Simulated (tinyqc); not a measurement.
Slater-Koster s-d bands of an fcc metal: one step. Levels and character. The numbers come from values chosen for the exercise (of the size met in Ni).

H(k) (eV), lower triangle:
```
                s         xy         yz         zx     x2-y2    3z2-r2
s       -1.739014
xy       1.704145  -0.206163
yz       0.666464  -0.126969  -0.551883
zx       0.702042  -0.120534  -0.308206  -0.480712
x2-y2    0.066181          0  -0.118912   0.125260  0.005311
3z2-r2  -0.333003  -0.351095   0.068654   0.072319  0.027549  0.282546
```

Task: Diagonalise H; t2g is xy, yz, zx and eg the other two.

Give: levels; weights.

Result:

levels (eV): -3.2002  -0.6018  -0.3023  0.0568  0.1522  1.2053

weights:
```
     band 1  band 2  band 3  band 4  band 5  band 6
s     0.643   0.021   0.000   0.032   0.036   0.268
t2g   0.355   0.933   0.761   0.216   0.197   0.538
eg    0.002   0.046   0.239   0.752   0.767   0.194
```

Program tinyqc; command `OMP_NUM_THREADS=1 python tinyqc.py 1450337 1450338 out.jsonl`; about 0.03 s on one thread of a shared Intel(R) Xeon(R) Processor @ 2.30GHz.
